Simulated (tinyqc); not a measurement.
From results back to parameters: statistics of electrons in three, two and one dimensions.

Problem. A sheet with one subband has n2 = (2/lambda^2) ln(1 + exp(eta)).

One band edge at E = 0, lambda = sqrt(4 pi c/(m1 kT)) with c = hbar^2/2m0. Densities with spin: n3 = (2/lambda^3) F_1/2(eta), n2 = (2/lambda^2) F_0(eta) with F_0 = ln(1 + exp(eta)), n1 = (2/lambda) F_-1/2(eta). F_j(eta) = (1/Gamma(j + 1)) integral_0^infinity x^j dx/(1 + exp(x - eta)), which tends to exp(eta) for eta << 0.

Constants: hbar^2/2m0 = 3.80998211 eV angstrom^2; kB = 8.617333262e-05 eV/K.

Values chosen for the exercise (out of a larger set: near those of Ge, lowest valleys alone; not measured data): m1 = 0.0809 m0 (mass of one isotropic band with spin); T = 300 K.

n2 = 1.40868e+12 1/cm^2

Find: n2 lambda^2/2; eta; EF above the subband edge.

Solution. eta = ln(exp(n2 lambda^2/2) - 1), with n2 in 1/angstrom^2.

n2 lambda^2/2 = 1.6124
eta = 1.390
EF above the subband edge = 35.93 meV

(tinyqc, `OMP_NUM_THREADS=1 python tinyqc.py 1682796 1682797 out.jsonl`, Intel(R) Xeon(R) Processor @ 2.30GHz, 1 thread, shared host, about 0.01 s.)
